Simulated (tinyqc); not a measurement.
# Monte Carlo simulation of one carrier in a uniform electric field, step by step

A worked calculation. Computed by tinyqc, a small Python program that keeps every step. Command: `OMP_NUM_THREADS=1 python tinyqc.py 3012289 3012290 out.jsonl mcfl walk`. One thread of a shared host (Intel(R) Xeon(R) Processor @ 2.30GHz), about 2 s of CPU time with the checks. Intermediate numbers are printed to about 5 digits and carried at full precision; extremes and crossings named in words are read from the listed rows.

The force e F acts along +z. Flights end at the constant total rate Gamma; the part of Gamma that the real rates do not fill is self-scattering, which leaves k unchanged. One valley, no impurities and no intervalley scattering.

Inputs (values chosen for the exercise, modelled on InSb):

| quantity | value | unit |
|---|---|---|
| effective mass m | 0.0135 | m_0 |
| static permittivity eps_s | 16.8 | - |
| high-frequency permittivity eps_inf | 15.7 | - |
| density rho | 5780 | kg/m^3 |
| sound velocity v_l | 3800 | m/s |
| acoustic deformation potential D_A | 10 | eV |
| optical phonon energy hbar w | 24 | meV |
| lattice temperature T | 200 | K |
| electric field F | 0.088 | kV/cm |
| energy E_max up to which Gamma must cover the rates | 1 | eV |
| seed of the random numbers | 51257 | - |

Crystal: polar. Band: parabolic.

starting wave vector (1/nm): 0.11  -0.11  0.043

Constants: k_B = 1.380649e-23 J/K; e = 1.602176634e-19 C; hbar = 1.054571817e-34 J s; m_0 = 9.1093837015e-31 kg; hbar = 6.582119569e-16 eV s; eps_0 = 8.8541878128e-12 F/m; k_B = 8.617333262e-05 eV/K.

## Total rate Gamma

Parabolic band: E = hbar^2 k^2/(2 m), speed v = hbar k/m, states per spin, volume and energy g(E) = m k/(2 pi^2 hbar^2). Masses are multiplied by m_0 and all formulas are in SI units. Phonon occupation N_q = 1/(exp(hbar w/(k_B T)) - 1). Acoustic deformation potential (elastic, equipartition, absorption and emission together): 1/tau = 2 pi k_B T D_A^2 g(E)/(hbar rho v_l^2). Polar optical, unscreened: W = e^2 w (1/eps_inf - 1/eps_s) m (1 + 2 alpha E') ln|(k + k')/(k - k')| / (4 pi eps_0 hbar^2 k), times N_q for absorption (E' = E + hbar w) and N_q + 1 for emission (E' = E - hbar w > 0), with alpha = 0 for a parabolic band; mean cosine of the angle <cos> = (k^2 + k'^2)/(2 k k') - 1/ln|(k + k')/(k - k')|. Gamma is 1.05 times the largest total rate on the grid E = (j + 1/2) E_max/400, j = 0..399.

largest total rate = 0.99779 1e12/s

energy of the largest rate = 73.75 meV

Gamma = 1.0477 1e12/s

## Flight 1

Random numbers (0.02 to 0.98, from up to 60 sets tried for early real events), one row a flight:
```
       r1      r2      r3      r4
1  0.7210  0.3549  0.1091  0.2424
2  0.8344  0.4422  0.1870  0.7855
3  0.4378  0.4888  0.8073  0.5650
4  0.0508  0.3344  0.0460  0.4760
5  0.5238  0.7942  0.0895  0.2037
6  0.8667  0.7099  0.1564  0.3783
7  0.8116  0.8935  0.1370  0.9562
```

Flight: t = -ln(r1)/Gamma; k_z grows by e F t/hbar; E follows from the band; dz = (E_end - E_start)/(e F). Use row 1 of the random numbers.

flight time t = 312.23 fs

k at the end of the flight (1/nm): 0.11000  -0.11000  0.04717

energy at the end = 74.578 meV

displacement dz = 120.72 nm

## Scattering event 1

Choice: with cumulative rates in the order acoustic, absorption, emission, the process is the first whose sum exceeds r2 Gamma; if none, self-scattering. Final state: E' = E, E + hbar w or E - hbar w gives k'. Isotropic processes: cos(theta) = 1 - 2 r3 from the z axis, phi = 2 pi r4, k' (sin theta cos phi, sin theta sin phi, cos theta). Polar processes: cos(b) = [1 + xi - (1 + 2 xi)^r3]/xi, xi = 2 k k'/(k - k')^2, b from the old direction n; new direction cos b n + sin b (cos phi e1 + sin phi e2), e1 = (z x n)/|z x n|, e2 = n x e1.

cumulative rates (1e12/s): acoustic 0.04608, absorption 0.25627, emission 0.99782

r2 Gamma = 0.37182 1e12/s

Process chosen: emission

k after event 1, the start of the next flight (1/nm): 0.085827  -0.084399  0.058584

## Flight 2

Use row 2 of the random numbers.

flight time t = 172.80 fs

k at the end of the flight (1/nm): 0.085827  -0.084399  0.060894

energy at the end = 51.357 meV

displacement dz = 88.525 nm

## Scattering event 2

The formulas are those given above.

cumulative rates (1e12/s): acoustic 0.03824, absorption 0.26144, emission 0.97194

r2 Gamma = 0.46328 1e12/s

Process chosen: emission

k after event 2, the start of the next flight (1/nm): 0.073937  -0.063157  0.015430

## All printed flights

Drift estimate: sum dz / sum t.

Flights:

| flight | t (fs) | E at the end (meV) | dz (nm) | process | k_x (1/nm) | k_y (1/nm) | k_z (1/nm) |
|---|---|---|---|---|---|---|---|
| 1 | 312.2 | 74.578 | 120.72 | emission | 0.085827 | -0.084399 | 0.058584 |
| 2 | 172.8 | 51.357 | 88.52 | emission | 0.073937 | -0.063157 | 0.015430 |
| 3 | 788.4 | 28.589 | 139.95 | emission | -0.029204 | -0.021215 | -0.017972 |
| 4 | 2844.3 | 4.812 | 25.41 | self-scattering | -0.029204 | -0.021215 | 0.020055 |
| 5 | 617.2 | 5.939 | 127.99 | self-scattering | -0.029204 | -0.021215 | 0.028307 |
| 6 | 136.6 | 6.240 | 34.22 | self-scattering | -0.029204 | -0.021215 | 0.030133 |
| 7 | 199.2 | 6.713 | 53.76 | self-scattering | -0.029204 | -0.021215 | 0.032796 |

drift estimate from these flights = 1.1647e+05 m/s

4 of the 7 flights end in self-scattering. So few flights say little about the drift velocity: the estimate is noise at this length.

## Low-field mobility from the linear Boltzmann equation

On the grid E_j = (j + 1/2) hbar w/12 up to 20 k_B T + 2 hbar w, solve (sum of rates) l(E) = v(E) + W_abs <cos> l(E + hbar w) + W_em <cos> l(E - hbar w); mu_0 = e sum g v l exp(-E/k_B T)/(3 k_B T sum g exp(-E/k_B T)).

low-field mobility mu_0 = 4.0203e+05 cm^2/(V s)

## Long runs: velocity against field

Each row: 250 carriers from a thermal start, 1600 flights each, the first half discarded, random numbers not printed; the error is the standard error over ten groups; the mean energy is taken at the ends of flights, which sample time evenly. Fields at which more than 0.02 % of the events exceed Gamma are left out.

Monte Carlo results:

| F (kV/cm) | drift velocity (1e5 m/s) | error (1e5 m/s) | mu_0 F (1e5 m/s) | mean energy (meV) | real events (%) |
|---|---|---|---|---|---|
| 0.022 | 0.88 | 0.031 | 0.8845 | 26.8 | 50.5 |
| 0.044 | 1.63 | 0.028 | 1.7689 | 28.8 | 52.3 |
| 0.088 | 3.00 | 0.042 | 3.5379 | 44.0 | 59.0 |

At the lowest field the drift velocity is 0.99 +/- 0.04 of the ohmic value mu_0 F, at the highest 0.85 +/- 0.01. The mean energy goes from 27 to 44 meV against the parabolic-band thermal value 3 k_B T/2 = 26 meV. Only 50 to 59 % of the events are real; the rest is the price of a constant Gamma.

Checks made by the program: energy gained in the printed flights against e F dz (relative difference below 1e-10).
